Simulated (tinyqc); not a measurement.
CISD on RHF in the sto-3g basis, for H3-, spin multiplicity 1, step by step. The basis has no diffuse functions, so it cannot describe the extra electron: this is an exercise in the method, not the real anion. Computed by tinyqc, a small Python program that keeps every step (integrals from PySCF). Settings: charge = -1, multiplicity = 1, basis = sto-3g, method = RHF, energy threshold = 1e-10, iteration cap = 75, orthogonalisation = symmetric, start = atomic densities, DIIS depth = 6, ci = CISD. Command: `OMP_NUM_THREADS=1 python tinyqc.py 23274 23275 out.jsonl` (the two numbers bound the seeds that draw the settings). One thread of a shared host (Intel(R) Xeon(R) Processor @ 2.60GHz), about 0.1 s of CPU time with the checks. The early iterations of the SCF are left out here.

## One-electron integrals

Geometry (angstrom):
```
atom         x         y          z
H     0.000000  0.000000   0.000000
H     0.000000  0.000000   1.181000
H     0.000000  0.494000  -1.073000
```

Basis sto-3g: exponents (1/bohr^2) and contraction coefficients of normalised primitives:
```
element  l (shell)  exponent  coefficient
H            s (1)  3.425251     0.154329
H            s (1)  0.623914     0.535328
H            s (1)  0.168855     0.444635
```

Overlap, kinetic and nuclear-attraction integrals over the contracted functions; the nuclear repulsion is the sum of Za Zb / Rab.

nuclear repulsion = 1.12538342 hartree

overlap S, lower triangle:
```
          1H 1s     2H 1s     3H 1s
1H 1s  1.000000
2H 1s  0.396669  1.000000
3H 1s  0.396538  0.070428  1.000000
```

kinetic energy T (hartree), lower triangle:
```
          1H 1s      2H 1s     3H 1s
1H 1s  0.760032
2H 1s  0.057146   0.760032
3H 1s  0.057086  -0.011432  0.760032
```

nuclear attraction V (hartree), lower triangle:
```
           1H 1s      2H 1s      3H 1s
1H 1s  -2.109198
2H 1s  -0.707642  -1.897264
3H 1s  -0.707354  -0.115952  -1.897175
```

core Hamiltonian H = T + V (hartree), lower triangle:
```
           1H 1s      2H 1s      3H 1s
1H 1s  -1.349166
2H 1s  -0.650496  -1.137232
3H 1s  -0.650268  -0.127384  -1.137143
```

## Two-electron integrals

Functions are numbered as in S; the eight-fold symmetry (ij|kl) = (ji|kl) = (kl|ij) leaves the list below.

Two-electron integrals (ij|kl) in chemists' order, unique and non-zero (hartree):
```
(11|11) 0.774606   (21|11) 0.233756   (21|21) 0.096298   (22|11) 0.423158
(22|21) 0.233756   (22|22) 0.774606   (31|11) 0.233661   (31|21) 0.066976
(31|22) 0.121455   (31|31) 0.096228   (32|11) 0.039354   (32|21) 0.014002
(32|22) 0.030455   (32|31) 0.013997   (32|32) 0.002446   (33|11) 0.423086
(33|21) 0.121485   (33|22) 0.229092   (33|31) 0.233661   (33|32) 0.030455
(33|33) 0.774606
```

## Orthogonalisation

S = U s U^T; symmetric (Loewdin) form X = U s^(-1/2) U^T, so that X^T S X = 1.

eigenvalues of S: 0.473228  0.929572  1.597200

X, lower triangle:
```
           1H 1s     2H 1s     3H 1s
1H 1s   1.143217
2H 1s  -0.233778  1.069476
3H 1s  -0.233692  0.032260  1.069426
```

## Iteration 8 (converged): orbitals

converged F (hartree), lower triangle:
```
           1H 1s      2H 1s     3H 1s
1H 1s   0.132399
2H 1s  -0.220359   0.131490
3H 1s  -0.220279  -0.033510  0.131589
```

Diagonalise F' = X^T F X, C = X C', fill 2 alpha and 2 beta electrons from the bottom; D = 2 C_occ C_occ^T. Each column has its largest component positive (the first on a tie).

F' = X^T F X (hartree), lower triangle:
```
           1         2         3
1   0.419235
2  -0.362245  0.268967
3  -0.362125  0.091417  0.268975
```

orbital energies (hartree): MO1 -0.123241, MO2 0.177554, MO3 0.902863

coefficients C:
```
            MO1        MO2        MO3
1H 1s  0.544510   0.000086   1.058168
2H 1s  0.406098  -0.733282  -0.704878
3H 1s  0.405831   0.733527  -0.704672
```

D after iteration 8, lower triangle:
```
          1H 1s      2H 1s     3H 1s
1H 1s  0.592983
2H 1s  0.442123   1.405236
3H 1s  0.442085  -0.746149  1.405522
```

## Convergence

Stop when the energy changes by less than 1e-10 hartree and every element of the error matrix X^T (F D S - S D F) X is below 3e-06.

Course of the cycle:
```
iteration  E (hartree)     change  largest element of the error matrix
1          -1.06998794          -                             3.71e-03
2          -1.29761171  -2.28e-01                             2.89e-02
3          -1.29779341  -1.82e-04                             2.59e-02
4          -1.29835520  -5.62e-04                             1.24e-02
5          -1.29852376  -1.69e-04                             1.58e-04
6          -1.29852378  -2.73e-08                             9.97e-06
7          -1.29852378  -8.55e-11                             4.57e-06
8          -1.29852378  -2.28e-11                             1.63e-08
```

PySCF RHF in the same basis = -1.29852378 hartree

Converged in 8 iterations.

## Integrals over molecular orbitals

(pq|rs) = sum C_ip C_jq C_kr C_ls (ij|kl), one index at a time.

one-electron integrals over orbitals h = C^T H C (hartree), lower triangle:
```
           1          2          3
1  -1.391910
2  -0.000006  -1.086311
3  -0.113346  -0.000016  -0.826791
```

Two-electron integrals over orbitals (pq|rs), unique and non-zero (hartree):
```
(11|11) 0.517921    (21|11) -0.000070   (21|21) 0.159438    (22|11) 0.455093
(22|21) 0.000076    (22|22) 0.513116    (31|11) 0.075971    (31|21) 0.000050
(31|22) -0.053422   (31|31) 0.142541    (32|11) 0.000076    (32|21) -0.144219
(32|22) -0.000087   (32|31) -0.000017   (32|32) 0.146676    (33|11) 0.538440
(33|21) -0.000027   (33|22) 0.470996    (33|31) 0.091297    (33|32) 0.000043
(33|33) 0.587350
```

## CISD: determinants and Hamiltonian

Hartree-Fock energy = -1.29852378 hartree

Slater-Condon rules over spin orbitals, with the nuclear repulsion added and E(HF) subtracted on the diagonal.

Occupation strings over the orbitals (2 doubly, a alpha, b beta, 0 empty; spin orbitals ordered 1a 1b 2a 2b ...): 220 2ab a2b 2ba b2a 202 ab2 ba2 022

H - E(HF) between determinants (hartree), lower triangle:
```
           220        2ab        a2b        2ba        b2a        202        ab2        ba2
220   0.000000
2ab   0.000000   0.400989
a2b   0.000000   0.000010   0.630205
2ba   0.000000  -0.146676   0.000017   0.400989
b2a   0.000000   0.000017  -0.142541   0.000010   0.630205
202   0.146676   0.000130   0.144219  -0.000130  -0.144219   0.960454
ab2   0.000017  -0.144219   0.000033   0.144720  -0.000050  -0.000113   1.064202
ba2  -0.000017   0.144720  -0.000050  -0.144219   0.000033   0.000113  -0.159438   1.064202
022   0.142541  -0.000050   0.015326   0.000050  -0.015326   0.159438   0.000033  -0.000033

          022
022  1.288801
```

## CISD: roots

Diagonalise (each vector has its largest component positive (the first on a tie)); all determinants have Ms = 0, so triplets appear too. The lowest singlet root is the correlation energy.

lowest roots of this matrix, relative to E(HF) (hartree): -0.033669  0.254313  0.440995  0.487664  0.641031  0.904764  1.017634  1.330311

lowest vectors:
```
        root 1     root 2     root 3    root 4
220   0.985520   0.000000  -0.000040  0.000000
2ab   0.000013   0.707107   0.663345  0.000081
a2b   0.026508  -0.000081   0.000074  0.707107
2ba  -0.000013   0.707107  -0.663345  0.000081
b2a  -0.026508  -0.000081  -0.000074  0.707107
202  -0.138644   0.000000  -0.000291  0.000000
ab2  -0.000022  -0.000544   0.244895  0.000029
ba2   0.000022  -0.000544  -0.244895  0.000029
022  -0.090122   0.000000   0.000117  0.000000
```

<S^2> of these roots: 0.000000  2.000000  0.000000  2.000000  0.000000  2.000000  0.000000  0.000000

weight of the ground state by excitation level 0, 1, 2, ...: 0.971250  0.001405  0.027344

With one virtual orbital singles and doubles already span the full space.
